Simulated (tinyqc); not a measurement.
Which input was changed? Model: deep-level transient spectroscopy (DLTS) of one majority-carrier trap. Computed by tinyqc, a small Python program. Command: `OMP_NUM_THREADS=1 python tinyqc.py 3011503 3011504 out.jsonl dlts which`. One thread of a shared host (Intel(R) Xeon(R) Processor @ 2.30GHz), about 0.4 s of CPU time with the checks.

A filling pulse loads the traps in a one-sided junction; under reverse bias they empty at the rate e, and the capacitance relaxes as C(t) = C_0 - dC exp(-e t). The signal is S = [C(t_2) - C(t_1)]/dC.

Inputs (values chosen for the exercise, with mass and screening modelled on GaSb):
```
quantity                    value  unit
density-of-states mass m   0.0388   m_0
valleys M                       1     -
trap depth E_t              0.233    eV
cross-section sigma_0     9.1e-17  cm^2
degeneracy ratio g            0.5     -
gate time t_1              0.0002     s
ratio t_2/t_1                   5     -
temperature T                 149     K
capture barrier E_b         0.047    eV
```

Carriers: electrons. Extra term: capture barrier.

Constants: k_B = 8.617333262e-05 eV/K; k_B = 1.380649e-23 J/K; m_0 = 9.1093837015e-31 kg; h = 6.62607015e-34 J s.

Method:
- e = g sigma v N_b exp(-E/k_B T), v = sqrt(3 k_B T/m), N_b = 2 M (2 pi m k_B T/h^2)^(3/2), sigma = sigma_0 exp(-E_b/k_B T), E = E_t.
- S(e) = exp(-e t_1) - exp(-e t_2) peaks at the rate window e_0 = ln(t_2/t_1)/(t_2 - t_1).
- T_p solves e(T) = e_0 (bisection between 15 and 1500 K); the half-height points solve S = S_max/2 on either side.

Question. One of these inputs alone was changed, within the range given: trap depth E_t (0.1165 to 0.466); gate time t_1 (0.0001 to 0.0004); ratio t_2/t_1 (2.5 to 10); density-of-states mass m (0.0194 to 0.0776). Which one, and to what value?

Results:
```
run     emission rate e (1/s)  full width (K)  peak temperature T_p (K)
before             0.04317571        50.15840                  265.9681
after              0.04829448        49.43378                  263.8873
```

Answer.

Each candidate set to reproduce emission rate e, and what it then gives:
```
candidate                         range searched  value needed  full width (K)  peak temperature T_p (K)
trap depth E_t (eV)              0.1165 to 0.466        0.2316          49.968                    264.79
gate time t_1 (s)               0.0001 to 0.0004     no effect               -                         -
ratio t_2/t_1                          2.5 to 10     no effect               -                         -
density-of-states mass m (m_0)  0.0194 to 0.0776       0.04340          49.434                    263.89
```

Only density-of-states mass m fits every result: it went from 0.0388 to 0.0434 m_0. The next best candidate, trap depth E_t, misses one result by 1.1 %.
